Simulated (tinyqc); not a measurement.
Bandgap voltage reference from two bipolar transistors: output against temperature.

Two transistors of area 1 and N carry the same current I. Is(T) = Is (T/T0)^eta exp[(Vg0 q/kB)(1/T0 - 1/T)], VBE1 = Vt ln(I/Is(T)) + I rb, VBE2 = Vt ln(I/(N Is(T))) + I rb/N. The amplifier forces I R1(T) = VBE1 - VBE2 + Vos, with R(T) = R (1 + tc (T - T0)) for both resistors, and the output is Vref = VBE1 + I R2(T). Base currents and the Early effect are neglected.

Vt = kB T/q; I = (Vt ln N + Vos)/(R1(T) - rb (1 - 1/N)).

Values chosen for this exercise; values of the order met in silicon bipolar transistors: reference temperature T0 = 300 K; band-gap voltage extrapolated to 0 K Vg0 = 1.158 V; temperature exponent of the saturation current eta = 4.2; saturation current of the unit transistor at T0 Is = 8.1e-18 A; area ratio of the second transistor N = 8; resistor across which the difference of VBE falls, at T0 R1 = 2 kohm; temperature coefficient of both resistors tc = 500 ppm/K; offset of the amplifier Vos = 0 mV; series resistance of the unit transistor rb = 29 ohm; output resistor at T0 R2 = 18.89 kohm.

Constants: q = 1.602176634e-19 C, kB = 1.380649e-23 J/K. Results are converted to the units shown.

Output against temperature:
```
T (K)  I (uA)  VBE1 (V)  I R2 (V)  Vref (V)  Vref - Vref(T0) (mV)  dVref/dT (uV/K)
218    20.640   0.87895   0.37391    1.2529               -7.8538           146.52
233    21.887   0.85531   0.39959    1.2549               -5.8074           126.54
253    23.519   0.82335   0.43383    1.2572               -3.5283           101.69
273    25.118   0.79092   0.46806    1.2590               -1.7281           78.606
298    27.070   0.74977   0.51084    1.2606              -0.10169           51.870
323    28.974   0.70798   0.55361    1.2616               0.88209           27.140
348    30.831   0.66561   0.59637    1.2620                1.2696           4.1213
373    32.642   0.62270   0.63912    1.2618                1.1005          -17.417
398    34.410   0.57927   0.68185    1.2611               0.40945          -37.663
423    36.135   0.53536   0.72458    1.2599              -0.77320          -56.770
```

VBE1 falls by 1.68 mV/K on average and I R2 rises by 1.71 mV/K. The slope of Vref vanishes at T = 353 K. Between 233 and 398 K Vref spans 7.09 mV, or 34.1 ppm/K by the box method (span over the average over T, over 165 K).

Program tinyqc, `OMP_NUM_THREADS=1 python tinyqc.py 2062119 2062120 out.jsonl`; Intel Xeon 2.30GHz, shared host, one thread, about 0.02 s.
